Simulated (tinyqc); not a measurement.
Space-charge-limited current through a thin insulating or semi-insulating film with traps: one step, computed by the program tinyqc. Command: `OMP_NUM_THREADS=1 python tinyqc.py 3001565 3001566 out.jsonl sclc walk`. One thread of a shared host (Intel(R) Xeon(R) Processor @ 2.30GHz), about 0.01 s of CPU time with the checks.

One ohmic injecting contact at x = 0 (field zero), drift only, non-degenerate free carriers.

Question. One point of the curve. Free density n_0 = N_c exp(-E_0/k_B T) in equilibrium; trapped density n_t(n) = N_t/(1 + n_1/n), n_1 = N_c exp(-E_t/k_B T). J = e mu n F and (eps eps_0/e) dF/dx = n - n_0 + n_t(n) - n_t(n_0) = rho(n). With F = J/(e mu n): d = (eps eps_0 J/(e^2 mu)) I_1 and V = (eps eps_0 J^2/(e^3 mu^2)) I_2, I_k = int_(n_L)^infinity dn/(n^(k+1) rho(n)), n_L the density at the anode; with u = n_L/n, 200 Gauss-Legendre points in t, u = 1 - (1 - t)^2. Anode field J/(e mu n_L); Mott-Gurney current (9/8) eps eps_0 mu V^2/d^3; ohmic current e n_0 mu V/d.

Inputs (values chosen for the exercise, modelled on an amorphous oxide semiconductor):

| quantity | value | unit |
|---|---|---|
| permittivity eps | 10 | - |
| band mobility mu | 12 | cm^2/(V s) |
| effective density of states N_c | 4.8e+18 | 1/cm^3 |
| trap density N_t | 2.9e+15 | 1/cm^3 |
| equilibrium Fermi level below the band edge, E_0 | 0.79 | eV |
| thickness d | 720 | nm |
| free density at the anode, in units of N_c | 3.3e-09 | - |
| temperature T | 300 | K |
| trap level E_t below the band edge | 0.47 | eV |

Traps: single level.

Constants: k_B = 8.617333262e-05 eV/K; eps_0 = 8.8541878128e-12 F/m; e = 1.602176634e-19 C.

Give: I_1; I_2; current density J; voltage V; anode field over mean field V/d; trap-free Mott-Gurney current; ohmic current.

Answer.

I_1 = 6.371e-26 cm^6

I_2 = 2.452e-36 cm^9

current density J = 3.932e-04 A/cm^2

voltage V = 0.5668 V

anode field over mean field V/d = 1.640

trap-free Mott-Gurney current = 10.29 A/cm^2

ohmic current = 3.889e-09 A/cm^2
